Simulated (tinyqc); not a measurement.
Substrate current against gate voltage: lateral field, substrate current, probability of reaching the oxide barrier and hot-carrier lifetime of a silicon transistor (pseudo-two-dimensional and lucky-electron models). Computed by tinyqc, a small Python program. Command: `OMP_NUM_THREADS=1 python tinyqc.py 3013197 3013198 out.jsonl hotcar walk`. One thread of a shared host (Intel(R) Xeon(R) Processor @ 2.30GHz), about 0.01 s of CPU time with the checks.

Local-field models: a lucky carrier gains its energy at the peak field over a path free of collisions. Voltages are magnitudes.

Inputs (values chosen for the exercise, modelled on a silicon n-channel):

| quantity | value | unit |
|---|---|---|
| channel length L | 330 | nm |
| oxide thickness t | 7 | nm |
| junction depth x_j | 94 | nm |
| mobility mu | 340 | cm^2/(V s) |
| saturation velocity v_s | 0.89 | 1e7 cm/s |
| threshold voltage V_T | 0.41 | V |
| drain voltage V_D | 2.7 | V |
| ionisation prefactor A_i | 2e+06 | 1/cm |
| ionisation field B_i | 1.66 | MV/cm |
| hot-carrier mean free path lambda | 8.2 | nm |
| oxide barrier phi_b | 3.1 | eV |
| interface-trap threshold phi_it | 3.7 | eV |
| lifetime constant H | 70 | s microampere/micrometre |

Drain: abrupt.

Constants: eps_0 = 8.8541878128e-12 F/m.

Method:
- C_ox = 3.9 eps_0/t; F_sat = 2 v_s/mu; V_Dsat = V_ov F_sat L/(V_ov + F_sat L), V_ov = V_G - V_T; I_D/W = C_ox v_s (V_ov - V_Dsat).
- Scale length l = 0.22 t^(1/3) x_j^(1/2) (all in cm); F_m = sqrt(((V_D - V_Dsat)/l_e)^2 + F_sat^2), with l_e = l; length of the velocity-saturated region l_e ln((V_D - V_Dsat)/(l_e F_sat) + F_m/F_sat).
- Substrate current I_sub/I_D = (A_i/B_i)(V_D - V_Dsat) exp(-B_i/F_m); probability of reaching the oxide barrier exp(-phi_b/(e lambda F_m)); lifetime tau = (H/(I_D/W)) exp(phi_it/(e lambda F_m)).

At the given drain voltage:

| V_G (V) | V_Dsat (V) | I_D/W (microampere/micrometre) | F_m (kV/cm) | I_sub/W (microampere/micrometre) | tau (s) |
|---|---|---|---|---|---|
| 0.54 | 0.1209 | 3.99 | 433.81 | 0.2704 | 5.7662e+05 |
| 0.67 | 0.2260 | 14.93 | 416.40 | 0.8262 | 2.3829e+05 |
| 0.87 | 0.3633 | 42.47 | 393.67 | 1.7630 | 1.5664e+05 |
| 1.10 | 0.4931 | 86.46 | 372.20 | 2.6581 | 1.4903e+05 |
| 1.40 | 0.6294 | 158.34 | 349.68 | 3.4273 | 1.7762e+05 |
| 1.80 | 0.7703 | 272.09 | 326.44 | 3.9144 | 2.5907e+05 |
| 2.20 | 0.8791 | 399.91 | 308.51 | 4.0397 | 3.9357e+05 |
| 2.60 | 0.9658 | 537.49 | 294.26 | 3.9853 | 5.9444e+05 |
| 3.00 | 1.0364 | 682.12 | 282.68 | 3.8500 | 8.7832e+05 |

I_sub peaks at V_G = 2.2 V, 0.81 V_D: a higher gate voltage brings more carriers but raises V_Dsat and so lowers F_m. The shortest lifetime among the rows lies at V_G = 1.1 V, below that of the largest I_sub, since tau depends more steeply on the field.

Extremes, crossings and ranges named in words are read from the listed rows.
